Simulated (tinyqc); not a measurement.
# Worked calculation: free and trapped electrons in a MOS channel with a dense trap tail

tinyqc, about 0.02 s, one thread, Intel Xeon 2.30GHz (shared host): `OMP_NUM_THREADS=1 python tinyqc.py 2222132 2222133 out.jsonl` Printed values are rounded.

p-type body, charge-sheet picture, full ionisation (an idealisation for deep acceptors), Boltzmann statistics for free electrons. e = Ec - EF at the surface. Acceptor-like traps of density D(E) = D0 + De exp(-E/Ew) at depth E below Ec, from 0 to Eu, hold n_t = integral of D(E)/(1 + exp((e - E)/Vt)). psi = Eg - Vt ln(Nv/Na) - e; N_dep = sqrt(2 eps0 eps_r Na (psi - Vt)/q); n_f = sqrt(N_dep^2 + 2 eps0 eps_r Vt Nc exp(-e/Vt)/q) - N_dep; Vg = Vfb + psi + q (N_dep + n_t + n_f)/Cox, Cox = eps0 eox/tox.

Values chosen for this exercise; band and dielectric values close to those of 4H silicon carbide:
- T = 300 K (temperature)
- Eg = 3.31 eV (band gap)
- eps_r = 9.57 (relative permittivity)
- Nc = 1.69e19 cm^-3 (conduction-band density of states at T)
- Nv = 2.52e19 cm^-3 (valence-band density of states at T)
- eox = 3.9 (relative permittivity of the insulator)
- tox = 28 nm (insulator thickness)
- Na = 3.3e15 cm^-3 (acceptor density)
- Vfb = -2.91 V (flat-band voltage without trapped charge)
- D0 = 5e10 cm^-2 eV^-1 (constant background density of acceptor-like traps)
- De = 8.5e12 cm^-2 eV^-1 (density of the tail at the conduction edge)
- Ew = 0.13 eV (decay energy of the tail)
- Eu = 0.91 eV (depth below Ec down to which the traps reach)
- mf = 120 cm^2/(V s) (mobility of free electrons)
- e = 0.056 eV (Ec - EF at the surface)

Constants: q = 1.602176634e-19 C, kB = 1.380649e-23 J/K, Vt = kB T/q, eps0 = 8.8541878128e-14 F/cm where lengths are in cm. Results are converted to the units shown.

## Trapped charge

Trapezoid rule on 14 equal steps from 0 to Eu, f = 1/(1 + exp((e - E)/Vt)).

```
point	E (eV)	D(E) f (cm^-2 eV^-1)
0	0	8.791898e11
1	0.065	3.051290e12
2	0.13	3.005287e12
3	0.195	1.937649e12
4	0.26	1.199901e12
5	0.325	7.476999e11
6	0.39	4.731889e11
7	0.455	3.066777e11
8	0.52	2.056829e11
9	0.585	1.444265e11
10	0.65	1.072725e11
11	0.715	8.473756e10
12	0.78	7.106939e10
13	0.845	6.277923e10
14	0.91	5.775100e10
```

n_t = 7.712986e11 cm^-2

With 1600 steps n_t = 7.788e11 cm^-2; the coarse value is 0.96 % below it.

## Charges and gate voltage

psi, N_dep, n_f and Vg as defined, with the n_t given; free share n_f/(n_f + n_t); apparent mobility mf n_f/(n_f + n_t); gate voltage spent on traps q n_t/Cox.

psi = 3.022866 V
N_dep = 3.234383e11 cm^-2
n_f = 4.729779e11 cm^-2
Vg = 2.149543 V
free share = 38.01229 %
apparent mobility = 45.61474 cm^2/(V s)
gate voltage spent on traps = 1.002023 V
